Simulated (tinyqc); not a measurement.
## Subthreshold parameters from three currents

Problem. Far below threshold and for Vds well above Vt the virtual-source current tends to I = Cinv n Vt vx0 exp((Vgs - VT0 + dl Vds + al Vt)/(n Vt)) per width, with constant n; the three currents follow this limit. Find n, dl and VT0.

Parameters, values chosen for the exercise: temperature T = 350 K; inversion capacitance Cinv = 2.72 uF/cm^2; velocity at the virtual source vx0 = 6.15e6 cm/s; threshold shift (in units of Vt) from weak to strong inversion al = 3.5.

Constants: q = 1.602176634e-19 C, kB = 1.380649e-23 J/K, Vt = kB T/q. Results are converted to the units shown.

I at (Vgs, Vds) = (-0.2, 0.3), (-0.12, 0.3) and (-0.2, 0.8) V (nA/um): [7.6302834, 45.254420, 47.313929]

Solution. The first two currents differ in Vgs alone and give n; the first and third differ in Vds alone and give dl; the size of the first then gives VT0.

n = 1.49
dl = 0.164 V/V
VT0 = 0.368 V

Program tinyqc, `OMP_NUM_THREADS=1 python tinyqc.py 2380073 2380074 out.jsonl`; Intel Xeon 2.30GHz, shared host, one thread, about 0.01 s.
